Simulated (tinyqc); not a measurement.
# Shape of the distribution and failure rate

For F(t) = 1 - exp(-(t/t63)^beta): mean t63 Gamma(1 + 1/beta), median t63 (ln 2)^(1/beta), deviation t63 sqrt(Gamma(1 + 2/beta) - Gamma(1 + 1/beta)^2), failure rate (beta/t63)(t/t63)^(beta - 1).

Parameters, values chosen for the exercise:
```
symbol,value,unit,meaning
t63,32,s,characteristic time of a test capacitor
```

Shape of the distribution and failure rate:

| beta | mean (s) | median (s) | deviation/mean | rate at 0.01 t63 (1/s) | rate at t63 (1/s) |
|---|---|---|---|---|---|
| 0.5 | 64.00 | 15.37 | 2.236 | 0.1562 | 0.01562 |
| 0.7 | 40.51 | 18.96 | 1.462 | 0.08709 | 0.02187 |
| 1 | 32.00 | 22.18 | 1.000 | 0.03125 | 0.03125 |
| 1.3 | 29.55 | 24.14 | 0.7757 | 0.01020 | 0.04063 |
| 1.7 | 28.55 | 25.79 | 0.6055 | 0.002115 | 0.05312 |
| 2.2 | 28.34 | 27.09 | 0.4798 | 2.737e-4 | 0.06875 |
| 3 | 28.58 | 28.32 | 0.3634 | 9.375e-6 | 0.09375 |
| 4 | 29.00 | 29.20 | 0.2805 | 1.250e-7 | 0.1250 |

The relative spread falls from 2.24 to 0.281. For beta < 1 the rate falls with time (early failures), at 1 it is constant, 0.0312 1/s, and above 1 it grows (wear-out): the early rate goes from 10.0 times the rate at t63 to 1.00e-6 times.

Program tinyqc, `OMP_NUM_THREADS=1 python tinyqc.py 2070158 2070159 out.jsonl`; Intel Xeon 2.30GHz, shared host, one thread, about 0.01 s.
